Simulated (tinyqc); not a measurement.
Liquidus of a compound AB in a simple-solution melt, liquid-phase epitaxy and vapour pressures: one step, computed by the program tinyqc. Command: `OMP_NUM_THREADS=1 python tinyqc.py 3026390 3026391 out.jsonl liq35 walk`. One thread of a shared host (Intel(R) Xeon(R) Processor @ 2.30GHz), about 0.03 s of CPU time with the checks.

x is the atom fraction of B in the melt. The melt is a simple solution: R T ln gamma_B = W (1 - x)^2, R T ln gamma_A = W x^2, W = a + b T. The solid AB is stoichiometric.

Problem. Layer thickness. Semi-infinite melt (Hsieh): step d = 2 dT sqrt(D t/pi)/(C_S m); ramp d = (4/3) c sqrt(D/pi) t^(3/2)/(C_S m); supercooling is their sum. A melt of depth w can give at most w (undercooling)/(C_S m).

Inputs (values chosen for the exercise, for a model compound):

| quantity | value | unit |
|---|---|---|
| saturation temperature T | 1036 | K |
| step dT | 2.6 | K |
| cooling rate c | 0.42 | K/min |
| growth time t | 0.99 | min |
| diffusivity in the melt D | 3.5e-05 | cm^2/s |
| melt depth w | 3.2 | mm |

Growth programme: supercooling (step, then ramp).

C_S = 2.214232e+22 1/cm^3

slope m = 1.254895e-19 K cm^3

Give: thickness d; largest thickness from this melt; sqrt(D t)/w.

Solution.

thickness d = 0.5327 micrometre

largest thickness from this melt = 3.473 micrometre

sqrt(D t)/w = 0.1425

The layer uses 15 % of what the melt could give.
